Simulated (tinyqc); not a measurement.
Threshold of a short bulk MOSFET: charge sharing, barrier lowering, narrow width: threshold roll-off against channel length.

n-channel device on a p-type body, depletion approximation, full ionisation. Uniform doping N = Na. Vbi from Boltzmann statistics is rough for the degenerate source. Cox = eps0 eox/tox.

ni = sqrt(Nc Nv) exp(-Eg/(2 Vt)), Eg in volts; 2 pB = 2 Vt ln(N/ni); flat band Vfb - Vt ln(N/Na); Wd = sqrt(2 eps0 eps_r (2 pB - Vbs)/(q N)); body term q N Wd/Cox; long-channel VT0 = flat band + 2 pB + body term; Vbi = Vt ln(N Nsd/ni^2); scale length l = sqrt((eps_r/eox) tox Wd). Charge sharing (trapezoid; it ignores Vds): F = (xj/L)(sqrt(1 + 2 Wd/xj) - 1), lowering = body term times F. Barrier lowering: th = exp(-L/(2 l)) + 2 exp(-L/l), lowering = th [2 (Vbi - 2 pB) + Vds], DIBL = th. Narrow width: rise = body term times xw Wd/W. VT by each model = VT0 - lowering + rise. DIBL under 0.001 mV/V is printed as 0.

Parameters, values chosen for the exercise; band and dielectric values close to those of silicon:
```
symbol,value,unit,meaning
T,350,K,temperature
Eg,1.12,eV,band gap
eps_r,11.6,,relative permittivity
Nc,3.5e19,cm^-3,conduction-band density of states at T
Nv,3.38e19,cm^-3,valence-band density of states at T
eox,3.9,,relative permittivity of the gate insulator (close to silicon dioxide)
tox,3.8,nm,insulator thickness
Na,1.1e18,cm^-3,channel doping
Nsd,1e20,cm^-3,source and drain doping
Vfb,-0.7,V,flat-band voltage for the doping Na
xj,20,nm,junction depth
Vbs,-0.5,V,body-source voltage
Vds,0.05,V,drain-source voltage
W,190,nm,gate width
xw,0.7854,,shape factor of the fringing depletion at the width edges
```

Constants: q = 1.602176634e-19 C, kB = 1.380649e-23 J/K, Vt = kB T/q, eps0 = 8.8541878128e-14 F/cm where lengths are in cm. Results are converted to the units shown.

The same in every row: N (cm^-3) = 1.1000e18; VT0 (V) = 0.99922.

Threshold roll-off against channel length:
```
L (nm),L/l,F,DIBL (mV/V),"VT, charge sharing (V)","VT, barrier lowering (V)"
68,3.1754,0.36731,287.94,0.84217,1.0385
98,4.5764,0.25487,122.04,0.93064,1.0919
140,6.5376,0.17841,40.947,0.99081,1.1180
200,9.3395,0.12488,9.5504,1.0329,1.1281
300,14.009,0.083256,0.90932,1.0657,1.1309
430,20.080,0.058086,0.043625,1.0855,1.1312
620,28.952,0.040285,0,1.0995,1.1312
890,41.561,0.028064,0,1.1091,1.1312
1300,60.707,0.019213,0,1.1161,1.1312
```

VT by barrier lowering rises from 1.04 to 1.13 V and VT by charge sharing rises from 0.842 to 1.12 V. DIBL is under 100 mV/V from L = 140 nm on among the rows (th = 0.1 at L/l = 4.92). For L = 68 DIBL exceeds 250 mV/V, where the barrier formula is rough.

Computed by the program tinyqc: `OMP_NUM_THREADS=1 python tinyqc.py 2002094 2002095 out.jsonl`, one thread of a shared Intel Xeon 2.30GHz, about 0.01 s for the whole run.
